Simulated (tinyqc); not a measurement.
# Series resistance and length offset from two lengths at two overdrives

Inverse problem. In strong inversion R W = Rsd + k(x)(L - dL), k(x) = (1 + th1 x)/(mu0 Cox x), x the overdrive, Cox = eps0 eox/tox, with Rsd and dL independent of x. Find dL, Rsd, mu0 and th1.

Inputs (values chosen for the exercise):
- eox = 8.78 (relative permittivity of the gate insulator (close to aluminium oxide))
- tox = 3.2 nm (insulator thickness)

Constants: eps0 = 8.8541878128e-14 F/cm where lengths are in cm. Results are converted to the units shown.

total resistance times width (ohm um):
```
                  L = 0.091 um  L = 0.9 um
overdrive 0.55 V    335.172279  3052.21850
overdrive 1.16 V    215.463085  1605.86906
```

Solution. At each overdrive R W is a straight line in L; the two lines cross at L = dL, R W = Rsd. Their slopes give k x = (1 + th1 x)/(mu0 Cox), a straight line in x.

dL = 0.01800 um
Rsd = 90.00 ohm um
mu0 = 240.0 cm^2/(V s)
th1 = 0.1400 1/V

Numbers from tinyqc (`OMP_NUM_THREADS=1 python tinyqc.py 2210048 2210049 out.jsonl`; about 0.01 s on one thread of a shared Intel Xeon 2.30GHz).
